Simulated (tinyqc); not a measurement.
Trading HF for NH4F at fixed fluoride: speciation in dilute and buffered hydrofluoric acid, oxide etch rate and bath loading. Computed by tinyqc, a small Python program. Command: `OMP_NUM_THREADS=1 python tinyqc.py 3121472 3121473 out.jsonl hfetch walk`. One thread of a shared host (Intel(R) Xeon(R) Processor @ 2.30GHz), about 0.01 s of CPU time with the checks.

Concentrations stand for activities, NH4+ and Cl- are spectators, and water ionisation is neglected. H, F and HF2 denote the ions H+, F- and HF2-. The base temperature is 298 K.

Inputs (values chosen for the exercise, of the order of those for thermal oxide at room temperature):

| quantity | value | unit |
|---|---|---|
| HF added | 0.03 | mol/L |
| NH4F added | 0 | mol/L |
| K1 = [H][F]/[HF] | 0.000655 | mol/L |
| K2 = [HF2]/([HF][F]) | 4.14 | L/mol |
| K3 = [H2F2]/[HF]^2 | 3.04 | L/mol |
| rate constant of neutral HF k_a | 15 | nm L/(min mol) |
| rate constant of HF2 k_b | 50 | nm L/(min mol) |

Method:
- Fluoride balance: [HF] + [F] + 2 [HF2] + 2 [H2F2] = HF added + NH4F added. Acid balance: [H] + [HF] + [HF2] + 2 [H2F2] = HF added + HCl added. For a trial [H], [HF] = [H][F]/K1, and the fluoride balance is a quadratic in [F].
- Rate = k_a ([HF] + 2 [H2F2]) + k_b [HF2], an empirical two-term form.
- Total fluoride is held at HF + NH4F added, without HCl; x is the share added as HF.

Against x:

| x | pH | [F] (mol/L) | [HF] (mol/L) | [HF2] (mol/L) | rate (nm/min) |
|---|---|---|---|---|---|
| 0.05 | 4.5208 | 0.028377 | 0.001306 | 1.5343e-04 | 0.02742 |
| 0.15 | 3.9941 | 0.025195 | 0.003899 | 4.0673e-04 | 0.08022 |
| 0.30 | 3.6091 | 0.020587 | 0.007732 | 6.5897e-04 | 0.15437 |
| 0.40 | 3.4200 | 0.017633 | 0.010236 | 7.4721e-04 | 0.20045 |
| 0.50 | 3.2504 | 0.014785 | 0.012684 | 7.7639e-04 | 0.24375 |
| 0.60 | 3.0877 | 0.012065 | 0.015053 | 7.5191e-04 | 0.28406 |
| 0.75 | 2.8395 | 0.008315 | 0.018369 | 6.3232e-04 | 0.33793 |
| 0.90 | 2.5748 | 0.005206 | 0.021160 | 4.5606e-04 | 0.38103 |
| 1.00 | 2.3960 | 0.003675 | 0.022548 | 3.4308e-04 | 0.40173 |

[HF2] is largest at x = 0.5 and the rate at x = 1 among these rows; HF2 needs both HF and F.

Extremes, crossings and ranges named in words are read from the listed rows.
